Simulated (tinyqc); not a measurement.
Thermoelectric coefficients of a parabolic band, Landauer integrals: two steps of the calculation.

Bulk parabolic band, x = (E - Ec)/kB T, C = hbar^2/(2 m0), kB T in eV. Modes per area gv m kB T x/(4 pi C) times the back-scattering length l0 x^rr give the transport function s0 X(x), s0 = (2 q^2/h) gv m kB T l0/(4 pi C), X = x^(1 + rr). I_k = int X (x - eta)^k w dx, w = 1/(4 cosh^2((x - eta)/2)).

Values chosen for this exercise: temperature T = 700 K; mass of one valley m = 0.34 m0; valleys gv = 1; back-scattering length at x = 1 l0 = 24 nm; energy exponent of that length rr = 0; lattice thermal conductivity kL = 1.6 W/(m K); reduced Fermi level (EF - Ec)/kB T eta = 4.1.

Constants: q = 1.602176634e-19 C, kB = 1.380649e-23 J/K, hbar = 1.054571817e-34 J s, h = 6.62607015e-34 J s, m0 = 9.1093837015e-31 kg, Vt = kB T/q, hbar^2/(2 m0) = 0.0380998212 eV nm^2. Results are converted to the units shown.

Task 1. Coefficients of the electrons. sigma = s0 I_0, S = -(kB/q) I_1/I_0, Lorenz number L = (kB/q)^2 [I_2/I_0 - (I_1/I_0)^2], kappa_e = L sigma T.

converged I_0, I_1, I_2: [4.1164368, 3.1894680, 14.134668]

Give: s0; sigma; S; L; kappa_e.

Result 1.

s0 = 796.57 S/cm
sigma = 3279.0 S/cm
S = -66.768 uV/K
L = 2.1040 x 1e-8 V^2/K^2
kappa_e = 4.8294 W/(m K)

L is 14 % below the Sommerfeld value (pi^2/3)(kB/q)^2 = 2.443e-8 V^2/K^2.

Task 2. Power factor and figure of merit. Power factor S^2 sigma, ZT = S^2 sigma T/(kappa_e + kL).

sigma = 3279.0233 S/cm
S = -66.768203 uV/K
kappa_e = 4.8293985 W/(m K)

Find: power factor; ZT; electronic share of kappa.

Result 2.

power factor = 1.4618 mW/(m K^2)
ZT = 0.15915
electronic share of kappa = 75.114 %

Range of the model: Parabolic bands, elastic scattering and a fixed kL make these model figures, not those of a material.

tinyqc, about 0.1 s, one thread, Intel Xeon 2.30GHz (shared host): `OMP_NUM_THREADS=1 python tinyqc.py 2800116 2800117 out.jsonl`
